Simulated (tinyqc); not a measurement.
## Dose and depth of a threshold implant

Inverse problem. A sheet of D acceptors per cm^2 lies at depth xi inside the depleted layer of a body doped Na. In the depletion approximation VT = Vfb + f2 + q D/Cox + gamma sqrt(f2 + Vsb - q D xi/(eps0 eps_r)), gamma = sqrt(2 eps0 eps_r q Na)/Cox, Cox = eps0 eox/tox. Find gamma, D and xi.

Parameters, values chosen for the exercise; band and dielectric values close to those of silicon:
- eps_r = 11.8 (relative permittivity)
- Na = 1.8e16 cm^-3 (acceptor density deep in the body)
- eox = 3.9 (relative permittivity of the gate insulator (close to silicon dioxide))
- tox = 3.6 nm (insulator thickness)
- Vfb = -0.52 V (flat-band voltage)
- f2 = 0.742 V (band bending 2 phiF at threshold)

Constants: q = 1.602176634e-19 C, eps0 = 8.8541878128e-14 F/cm where lengths are in cm. Results are converted to the units shown.

VT against the source at Vsb = 0 and 1.3 V (V): 0.44051233  0.49469581

Answer. With y^2 = f2 - q D xi/(eps0 eps_r) and d the difference of the thresholds over gamma, sqrt(y^2 + Vsb) - y = d gives y = (Vsb - d^2)/(2 d). The first threshold then gives D, and y^2 gives xi.

gamma = 0.08093 V^0.5
D = 1.000e12 cm^-2
xi = 22.00 nm

Program tinyqc, `OMP_NUM_THREADS=1 python tinyqc.py 2080091 2080092 out.jsonl`; Intel Xeon 2.30GHz, shared host, one thread, about 0.3 s.
